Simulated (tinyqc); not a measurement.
# Internal photoemission over an interface barrier, step by step

Program tinyqc, `OMP_NUM_THREADS=1 python tinyqc.py 2410170 2410171 out.jsonl`; Intel Xeon 2.30GHz, shared host, one thread, about 0.01 s. Printed values are rounded.

Electrons are excited from a metal over the barrier Phi(F) = P0 - sqrt(q F/(4 pi eps0 ei)), whose top lies at xm = sqrt(q/(16 pi eps0 ei F)). The yield is Y = A (hv - Phi)^p exp(-xm/l), with A = 1 here.

Parameters, values chosen for the exercise; dielectric values close to those of hafnium oxide:

| symbol | value | unit | meaning |
|---|---|---|---|
| P0 | 1.49 | eV | barrier at zero field |
| ei | 3.73 |  | image-force permittivity |
| l | 1.3 | nm | scattering length in the image well |
| F | 1.7 | MV/cm | field in the dielectric |

Constants: q = 1.602176634e-19 C, h = 6.62607015e-34 J s, c = 299792458 m/s, eps0 = 8.8541878128e-14 F/cm where lengths are in cm. Results are converted to the units shown.

## Barrier in the field

Lowering P0 - Phi, barrier, position of its top, scattering factor and threshold wavelength.

lowering = 256.180 meV
Phi = 1.23382 eV
xm = 0.753472 nm
exp(-xm/l) = 0.560126
threshold wavelength h c/(q Phi) = 1004.88 nm

## Threshold from a spectrum

```
point	hv (eV)	Y
0	1.38	0.01204
1	1.51	0.04313
2	1.64	0.09195
3	1.77	0.1596
4	1.9	0.2447
5	2.03	0.3542
```

The yields were made at this field with a scatter of 1 %. Fit Y^(1/n) on hv by least squares for n = 2 and n = 3; the zero of the line is the threshold.

```
point	Y^(1/2)	Y^(1/3)
0	0.109727	0.229197
1	0.207678	0.350693
2	0.303233	0.451354
3	0.399500	0.542431
4	0.494672	0.625477
5	0.595147	0.707538
```

threshold for n = 2 = 1.23222 eV
threshold for n = 3 = 1.03849 eV

The right exponent, 2, gives 1.232 eV against Phi = 1.234 eV; the wrong one is off by -195 meV.
